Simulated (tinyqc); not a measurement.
Undoped symmetric double-gate MOSFET, analytic potential model: two steps of the calculation.

An undoped body of thickness ts between two equal insulators and tied gates; long channel, electrons only, n = ni exp((psi - V)/Vt) with V the quasi-Fermi potential (0 at the source, Vd at the drain), constant mobility, no quantisation. Across the body psi(x) = V - 2 Vt ln[(ts/(2 beta)) sqrt(q ni/(2 eps0 eps_r Vt)) cos(2 beta x/ts)], x from the centre. Q is the electron charge per area of the whole body.

Values chosen for this exercise; material values those of a made-up semiconductor:
```
symbol  value        unit                                     meaning
T         273           K                                 temperature
eps_r    11.9              relative permittivity of the semiconductor
ts          5          nm                              body thickness
mu        120  cm^2/(V s)                            channel mobility
L         0.5          um                                 gate length
Vg       1.22           V                                gate voltage
Vd        0.5           V                               drain voltage
```

Constants: q = 1.602176634e-19 C, kB = 1.380649e-23 J/K, Vt = kB T/q, eps0 = 8.8541878128e-14 F/cm where lengths are in cm. Results are converted to the units shown.

Question 1. beta at the source by Newton steps in z = ln(tan beta). With V = 0, t = exp(z), beta = arctan(t): f = ln(beta) + (1/2) ln(1 + t^2) + 2 r beta t - (Vg - V0)/(2 Vt); with c = t/(1 + t^2), df/dz = c/beta + t c + 2 r t (c + beta); z(new) = z - f/(df/dz).

z at the start = 2
r = 0.57254717
V0 = 0.73267472 V

Wanted: beta; f; df/dz; z after iteration 1.

Answer 1.

beta = 1.4363
f = 4.1663
df/dz = 14.352
z after iteration 1 = 1.7097

Question 2. Charges and drain current. beta (between 0 and pi/2) solves (Vg - V0 - V)/(2 Vt) = ln(beta) - ln(cos beta) + 2 r beta tan(beta). Q = 8 eps0 eps_r Vt beta tan(beta)/ts; I = mu (1/L)(4 eps0 eps_r/ts)(2 Vt)^2 [g(beta_s) - g(beta_d)] per width, g = beta tan(beta) - beta^2/2 + r beta^2 tan^2(beta), with beta_s at V = 0 and beta_d at V = Vd.

beta_s = 1.3833720
beta_d = 0.49498922
r = 0.57254717

Wanted: Qs; Qd; g(beta_s); g(beta_d); I.

Answer 2.

Qs = 2893 nC/cm^2
Qd = 106.0 nC/cm^2
g(beta_s) = 36.80
g(beta_d) = 0.1856
I = 164.0 uA/um

The term r beta^2 tan^2(beta), which gives the square law, makes up 82.8 % of g at the source.

Program tinyqc, `OMP_NUM_THREADS=1 python tinyqc.py 2440025 2440026 out.jsonl`; Intel Xeon 2.30GHz, shared host, one thread, about 0.03 s.
